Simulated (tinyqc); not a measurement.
Penn model of the dielectric constant and Phillips ionicity: one step. Homopolar and ionic parts. Three cases, with inputs chosen for the exercise.

Question. Split the gap; where Eg is below Eh or within 3 % of it, C is taken as zero.

Phillips: bond length d = sqrt(3) a/4; homopolar gap Eh = 39.74 d^(-2.48) eV (d in angstrom); Eg^2 = Eh^2 + C^2; ionicity fi = C^2/Eg^2.

Case 1.

Values chosen (out of a larger set: near those of InSb; not measured data): a = 6.496 angstrom (cubic lattice constant, 32 valence electrons a cell).

Penn gap Eg = 3.14691 eV

Case 2.

Values chosen (out of a larger set: near those of Si; not measured data): a = 5.449 angstrom (cubic lattice constant, 32 valence electrons a cell).

Penn gap Eg = 4.76342 eV

Case 3.

Values chosen (out of a larger set: near those of Si; not measured data): a = 5.438 angstrom (cubic lattice constant, 32 valence electrons a cell).

Penn gap Eg = 4.82259 eV

Give: d; Eh; C; fi.

Answer.

Case 1.

d = 2.8129 angstrom
Eh = 3.057 eV
C = 0.00 eV
fi = 0.000

Eg/Eh = 1.029: the bond is covalent within the accuracy of the rule, which is wrong for a compound; the filled d shells, left out here, raise Ep and with it Eg.

Case 2.

d = 2.3595 angstrom
Eh = 4.728 eV
C = 0.00 eV
fi = 0.000

Eg/Eh = 1.008: the bond is covalent within the accuracy of the rule.

Case 3.

d = 2.3547 angstrom
Eh = 4.751 eV
C = 0.00 eV
fi = 0.000

Eg/Eh = 1.015: the bond is covalent within the accuracy of the rule.

Computed by tinyqc, one run a case: `OMP_NUM_THREADS=1 python tinyqc.py N N+1 out.jsonl` with N = 1652785, 1680108, 1680773; one thread of a shared Intel(R) Xeon(R) Processor @ 2.30GHz, about 0.01 s a run at most.
